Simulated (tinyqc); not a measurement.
From results back to parameters: localisation in a chain with random site energies (transfer matrices). Four cases, with inputs chosen for the exercise.

Problem. In the localised range mean ln T = c - 2N/xi, xi being the localisation length in sites, and site energies spread evenly over a width W give xi = 24 (4t^2 - E^2)/W^2 for weak disorder. The two means come from a hidden xi.

Find: xi; W.

Method. The slope gives xi = 2 (N2 - N1)/(difference of the means), and W = sqrt(24 (4t^2 - E^2)/xi).

Case 1.

Values chosen: t = 0.55 eV (hopping); E = -0.62 eV (energy); N1 = 49 (first length); N2 = 134 (second length).

mean ln T: N1 -4.01312, N2 -10.33283

Solution.

xi = 26.9 sites
W = 0.86 eV

Case 2.

Values chosen: t = 1.46 eV (hopping); E = -2.26 eV (energy); N1 = 79 (first length); N2 = 192 (second length).

mean ln T: N1 -6.05464, N2 -14.24304

Solution.

xi = 27.6 sites
W = 1.72 eV

Case 3.

Values chosen: t = 1.95 eV (hopping); E = -1.21 eV (energy); N1 = 50 (first length); N2 = 251 (second length).

mean ln T: N1 -11.42596, N2 -56.59449

Solution.

xi = 8.9 sites
W = 6.09 eV

Case 4.

Values chosen: t = 1.4 eV (hopping); E = -0.51 eV (energy); N1 = 60 (first length); N2 = 205 (second length).

mean ln T: N1 -8.35586, N2 -28.35586

Solution.

xi = 14.5 sites
W = 3.54 eV

Computed by tinyqc, one run a case: `OMP_NUM_THREADS=1 python tinyqc.py N N+1 out.jsonl` with N = 1450304, 1450618, 1450655, 1450796; one thread of a shared Intel(R) Xeon(R) Processor @ 2.30GHz, about 0.07 s a run at most.
